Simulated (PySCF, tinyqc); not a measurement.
Ways to converge the cycle: SCF convergence aids in the sto-6g basis, for H6, spin multiplicity 1. Computed by the program tinyqc with PySCF. Command: `OMP_NUM_THREADS=1 python tinyqc.py 115563 115564 out.jsonl`; one thread of a shared host (Intel(R) Xeon(R) Processor @ 2.60GHz), about 1 s.

Geometry (angstrom):
```
atom,x,y,z
H,0.0000,0.0000,0.0000
H,0.0000,0.0000,1.4590
H,0.0000,0.0000,2.3620
H,0.0000,0.0000,3.8210
H,0.0000,0.0000,4.7230
H,0.0000,0.0000,6.1820
```

lowest restricted solution found by these runs and by PySCF = -2.885596 hartree

RHF with one setting changed at a time; a run stops when the energy changes by less than 1e-09 hartree and the error matrix is below 1e-5. The start is the Wolfsberg-Helmholz matrix. Damping d keeps d of the old density; a shift (hartree) raises the virtual levels; DIIS n extrapolates F over n matrices.

Largest element of the error matrix X^T (FDS - SDF) X:
```
iteration,plain,damping 0.3,damping 0.6,shift 0.4,DIIS 3,DIIS 8
1,7.2e-02,7.2e-02,7.2e-02,7.2e-02,7.2e-02,7.2e-02
2,2.0e-02,2.4e-02,4.2e-02,3.2e-02,2.0e-02,2.0e-02
3,8.7e-03,1.5e-02,2.5e-02,2.0e-02,1.0e-02,1.0e-02
4,4.5e-03,9.5e-03,1.8e-02,1.4e-02,2.2e-03,2.2e-03
5,2.3e-03,6.3e-03,1.5e-02,9.8e-03,4.1e-03,4.8e-03
6,4.3e-03,4.1e-03,1.1e-02,7.0e-03,8.1e-04,8.4e-05
8,1.5e-02,1.8e-03,7.2e-03,3.6e-03,8.2e-06,5.0e-07
10,5.2e-02,7.6e-04,4.7e-03,1.8e-03,-,-
14,2.5e-01,3.0e-04,2.0e-03,4.4e-04,-,-
20,2.9e-01,2.9e-04,5.2e-04,5.4e-05,-,-
30,2.9e-01,2.9e-04,5.7e-05,-,-,-
45,2.9e-01,2.8e-04,-,-,-,-
60,2.9e-01,2.7e-04,-,-,-,-
```

How each run ends:
```
run,iterations,E (hartree),state
plain,>60,-2.37952,has stopped falling
damping 0.3,>60,-2.88560,has stopped falling
damping 0.6,39,-2.88560,lowest found
shift 0.4,25,-2.88560,lowest found
DIIS 3,9,-2.88560,lowest found
DIIS 8,9,-2.88560,lowest found
```

4 of 6 runs reach the lowest restricted solution found, in 9 to 39 iterations (fastest: DIIS 3, DIIS 8). Not converged: plain, damping 0.3. Plain steps overshoot here, and damping or a shift shortens them enough to converge. DIIS 3 and DIIS 8 gain by cancelling the error over several earlier matrices, much as a quasi-Newton step does. The restricted reference is unstable here: a spin-polarised solution lies 0.2318 hartree lower (PySCF), so results built on it describe a poor reference.
